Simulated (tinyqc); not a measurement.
Tunnelling through a two-layer gate stack, WKB transmission and Tsu-Esaki current: one step of the calculation.

Electrons leave the emitter at x = 0. Energies E (motion across the layers) are in eV from the emitter Fermi level; the collector Fermi level lies at -V and offers states at every E. No charge in the dielectric and no image force: F1 = V/(t1 + t2 eps1/eps2), F2 = F1 eps1/eps2; U = phi1 - F1 x in layer 1 and phi2 - F1 t1 - F2 (x - t1) in layer 2. With C = hbar^2/(2 m0), kappa = sqrt(m (U - E)/C) where U > E and 0 elsewhere; T(E) = exp(-S), S = 2 times the integral of kappa over x.

Question. Fields and band edges. F1 = V/(t1 + t2 eps1/eps2), F2 = F1 eps1/eps2; U = phi1 - F1 x in layer 1 and phi2 - F1 t1 - F2 (x - t1) in layer 2. EOT = 3.9 (t1/eps1 + t2/eps2).

Inputs (values chosen for the exercise); layer 1 close to silicon nitride, layer 2 close to hafnium oxide:
- phi1 = 2.07 eV (barrier of layer 1 above the emitter Fermi level at zero bias)
- m1 = 0.49 m0 (tunnelling mass of layer 1)
- t1 = 0.8 nm (thickness of layer 1)
- eps1 = 7.64 (relative permittivity of layer 1)
- phi2 = 1.47 eV (barrier of layer 2 at zero bias)
- m2 = 0.2 m0 (tunnelling mass of layer 2)
- t2 = 3.4 nm (thickness of layer 2)
- eps2 = 22.6 (relative permittivity of layer 2)
- V = 0.3 V (voltage across the dielectric)

Wanted: F1; F2; U at the end of layer 1; U at the start of layer 2; U at the end of layer 2; EOT.

Answer.

F1 = 1.539 MV/cm
F2 = 0.5202 MV/cm
U at the end of layer 1 = 1.947 eV
U at the start of layer 2 = 1.347 eV
U at the end of layer 2 = 1.170 eV
EOT = 0.9951 nm

Numbers from tinyqc (`OMP_NUM_THREADS=1 python tinyqc.py 2540033 2540034 out.jsonl`; about 0.02 s on one thread of a shared Intel Xeon 2.30GHz).
